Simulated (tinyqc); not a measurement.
Thermal resistances of a two-die stack.

Inverse problem. Heat leaves through the lower die only, and the system is linear. Find the resistance R1 from the lower die to the coolant, R2 between the dies, and the rise of the upper die when both are powered.

Inputs (values chosen for the exercise):
- P1 = 14 W (power of the lower die)
- P2 = 9.6 W (power of the upper die)

rises of the lower and upper die with only the lower one powered (K): [7.42, 7.42]
rises of the lower and upper die with only the upper one powered (K): [5.088, 8.064]

Solution. With only the lower die powered no heat crosses R2, so both dies rise by P1 R1; the difference in the second test is P2 R2; rises add.

R1 = 0.530 K/W
R2 = 0.310 K/W
rise of the upper die = 15.5 K

tinyqc, about 0.03 s, one thread, Intel Xeon 2.30GHz (shared host): `OMP_NUM_THREADS=1 python tinyqc.py 2162108 2162109 out.jsonl`
